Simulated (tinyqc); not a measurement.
## Tunnelling through a gate dielectric, WKB transmission and Tsu-Esaki current: dielectrics compared at equal EOT

Electrons leave the emitter at x = 0. Energies E (motion across the layers) are in eV from the emitter Fermi level; the collector Fermi level lies at -V and offers states at every E. No charge in the dielectric and no image force: F1 = V/t1, U = phi1 - F1 x. With C = hbar^2/(2 m0), kappa = sqrt(m (U - E)/C) where U > E and 0 elsewhere; T(E) = exp(-S), S = 2 times the integral of kappa over x.

A single layer of thickness t1 = EOT eps_r/3.9 for each dielectric, at V = 1.2 V. Each layer adds (2/F) sqrt(m/C) [G(u at its left edge) - G(u at its right edge)] to S, with u = U - E (0 where negative) and G(u) = (2/3) u^1.5. J = J0 times the integral of T(E) N(E) dE, N = ln[(1 + exp(-E/Vt))/(1 + exp((-E - V)/Vt))], J0 = q^2 me m0 kB T/(2 pi^2 hbar^3) (times 1e-4 for A/cm^2 per eV), from E = -Ef to far above the barrier (T = 1 there), by quadrature converged to the digits shown.

Inputs (values chosen for the exercise): temperature T = 350 K; Fermi energy of the emitter above its band bottom Ef = 5 eV; emitter mass in the supply function me = 0.94 m0; equivalent oxide thickness EOT = 1.6 nm.

Constants: q = 1.602176634e-19 C, kB = 1.380649e-23 J/K, hbar = 1.054571817e-34 J s, m0 = 9.1093837015e-31 kg, Vt = kB T/q, hbar^2/(2 m0) = 0.0380998212 eV nm^2. Results are converted to the units shown.

Dielectrics (values chosen for the exercise, close to those of the materials named):
```
,eps_r,phi1 (eV),m1 (m0)
silicon dioxide,3.8,3.17,0.48
silicon nitride,7.42,2.07,0.49
aluminium oxide,8.99,2.51,0.41
hafnium oxide,22.2,1.56,0.2
zirconium oxide,25.1,1.34,0.25
```

Leakage at equal EOT:
```
,t1 (nm),S at E = 0,J (A/cm^2),eps_r sqrt(m1 phi1)
silicon dioxide,1.559,17.70,30.01,4.687
silicon nitride,3.044,26.28,8.748e-4,7.473
aluminium oxide,3.688,33.30,8.159e-7,9.120
hafnium oxide,9.108,40.17,4.917e-10,12.40
zirconium oxide,10.30,43.93,5.773e-9,14.53
```

What does the table show?

From the lowest current to the highest: hafnium oxide, zirconium oxide, aluminium oxide, silicon nitride, silicon dioxide; the span is 10.8 decades. The figure eps_r sqrt(m1 phi1), to which S is proportional at low voltage, gives another order at this voltage.

Numbers from tinyqc (`OMP_NUM_THREADS=1 python tinyqc.py 2540132 2540133 out.jsonl`; about 0.03 s on one thread of a shared Intel Xeon 2.30GHz).
